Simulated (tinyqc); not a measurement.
Schottky emission and Poole-Frenkel conduction in an insulator, and how to tell them apart: one step of the calculation.

Schottky emission (electrode-limited): J = As T^2 exp[-(pb - b sqrt(F))/Vt], b = sqrt(q/(4 pi eps0 ei)). Poole-Frenkel emission (bulk-limited): J = s0 F exp[-(pt - 2 b sqrt(F))/Vt]. F in V/cm.

Problem. Which mechanism made these data. The data come from another sample of the same dielectric, in which one mechanism alone limits the current. Fit straight lines by least squares: ln J on sqrt(F) (Schottky plot, slope b/Vt) and ln(J/F) on sqrt(F) (Poole-Frenkel plot, slope 2 b/Vt), F in V/cm, and read a permittivity from each slope. The right mechanism gives a value near ei, and in any case between ei and es.

Inputs (values chosen for the exercise); dielectric values close to those of aluminium oxide:
```
symbol  value  unit                               meaning
T         325     K                           temperature
ei       3.31        high-frequency relative permittivity
es       9.29                static relative permittivity
```

Constants: q = 1.602176634e-19 C, kB = 1.380649e-23 J/K, Vt = kB T/q, eps0 = 8.8541878128e-14 F/cm where lengths are in cm. Results are converted to the units shown.

```
point  F (MV/cm)  J (A/cm^2)
0            0.5     1.39e-5
1           0.88   0.0007634
2           1.26     0.01704
3           1.64      0.2338
4           2.02        2.34
```

Find: slope of the Schottky plot; permittivity read as Schottky; slope of the Poole-Frenkel plot; permittivity read as Poole-Frenkel.

Solution.

slope of the Schottky plot = 0.01684 (cm/V)^0.5
permittivity read as Schottky = 0.6471
slope of the Poole-Frenkel plot = 0.01489 (cm/V)^0.5
permittivity read as Poole-Frenkel = 3.310

Both plots are nearly straight, so straightness decides nothing. Read as Poole-Frenkel the data give 3.31, which matches ei = 3.31; read as Schottky they give 0.647, below 1 and impossible. The data are Poole-Frenkel.

Numbers from tinyqc (`OMP_NUM_THREADS=1 python tinyqc.py 2370117 2370118 out.jsonl`; about 0.01 s on one thread of a shared Intel Xeon 2.30GHz).
